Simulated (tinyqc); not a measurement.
Dopants and charged point defects at anneal temperature: Fermi-level effect, clustering and pairing. Changing the cluster binding energy E_b. Computed by tinyqc, a small Python program. Command: `OMP_NUM_THREADS=1 python tinyqc.py 3026714 3026715 out.jsonl pairing sweep`. One thread of a shared host (Intel(R) Xeon(R) Processor @ 2.30GHz), about 0.02 s of CPU time with the checks.

Boltzmann statistics and full ionisation of active dopants. Energies are counted from the valence band; the defect (a vacancy or self-interstitial) has five charge states, with all degeneracy factors one.

Inputs (values chosen for the exercise, with bands modelled on silicon): gap at 0 K E_g0 = 1.16 eV; Varshni alpha = 0.000483 eV/K; Varshni beta = 615 K; electron mass m_e = 0.317 m_0; valleys M_c = 6; hole mass m_h = 0.797 m_0; anneal temperature T = 960 K; total dopant density N = 1.1e+20 cm^-3; formation enthalpy of the neutral defect H_f = 2.99 eV; formation entropy S_f = 7.9 k_B; site density N_s = 2.2e+22 cm^-3; intrinsic dopant diffusivity D_i = 9.2e-17 cm^2/s; anneal time t = 80 s; dopant atoms per cluster k = 2.

Dopant: donor. Second part: clustering of the dopant.

defect levels as fractions of E_g(T): (2+/+), (+/0), (0/-), (-/2-): [0.032, 0.25, 0.42, 0.73]

Constants: m_0 = 9.1093837015e-31 kg; k_B = 1.380649e-23 J/K; h = 6.62607015e-34 J s; k_B = 8.617333262e-05 eV/K.

Method:
- E_g = E_g0 - alpha T^2/(T + beta).
- N_c = 2 M_c (2 pi m_e k_B T/h^2)^(3/2) and N_v = 2 (2 pi m_h k_B T/h^2)^(3/2), masses in units of m_0.
- n_i = sqrt(N_c N_v) exp(-E_g/2 k_B T); E_i = E_g/2 + (k_B T/2) ln(N_v/N_c).
- n = A/2 + sqrt(A^2/4 + n_i^2) for an active density A.
- k ionised dopants and k carriers form one neutral cluster: C = N_s (A/N_s)^k (n/N_b)^k exp(E_b/k_B T), N_b the effective density of states of the majority band, and N = A + k C (60 bisections in ln A between ln N - 90 and ln N).
- chi = n/n_i (for acceptors n_i/p); E_F = E_i + k_B T ln chi; field enhancement h = 1 + A/sqrt(A^2 + 4 n_i^2).
- C_0 = N_s exp(S_f/k_B) exp(-H_f/k_B T). Ratios to the neutral state at E_F = E_i: r_+ = exp((E(+/0) - E_i)/k_B T), r_2+ = r_+ exp((E(2+/+) - E_i)/k_B T), r_- = exp((E_i - E(0/-))/k_B T), r_2- = r_- exp((E_i - E(-/2-))/k_B T); at other E_F state q scales as chi^(-q). The enhancement is sum r_q chi^(-q)/sum r_q. The charge on the defects is left out of neutrality.
- If every charge state of the defect carries the dopant equally well, D = D_i x enhancement x h x (active share A/N, a rough stand-in that overstates the dA/dN which immobile clusters call for), D_i being an input held fixed when T or H_f is moved; diffusion length 2 sqrt(D t).

One run for each value:
```
cluster binding energy E_b (eV)  active density A (cm^-3)  active share       D/D_i
0.625                                          5.2827e+19       0.48025  3.4781e+02
0.821                                          3.1611e+19       0.28737  8.1773e+01
1.020                                          1.8023e+19       0.16385  1.7715e+01
1.210                                          1.0343e+19       0.09403  4.2027e+00
1.410                                          5.6930e+18       0.05175  9.8548e-01
1.610                                          3.0883e+18       0.02808  2.4901e-01
1.800                                          1.6786e+18       0.01526  7.0512e-02
2.000                                          8.1999e+17       0.00745  1.8617e-02
```

Over the rows, active density A (cm^-3) falls from 5.28e19 to 8.20e17 (exponent d ln y / d ln x -1.9 between the first rows and -6.8 between the last); active share falls from 0.480 to 0.00745 (exponent d ln y / d ln x -1.9 between the first rows and -6.8 between the last); D/D_i falls from 348 to 0.0186 (exponent d ln y / d ln x -5.3 between the first rows and -13 between the last).

Caution (rows 0.625): so large an enhancement assumes that highly charged defects carry the dopant as well as neutral ones; measured enhancements are far smaller.
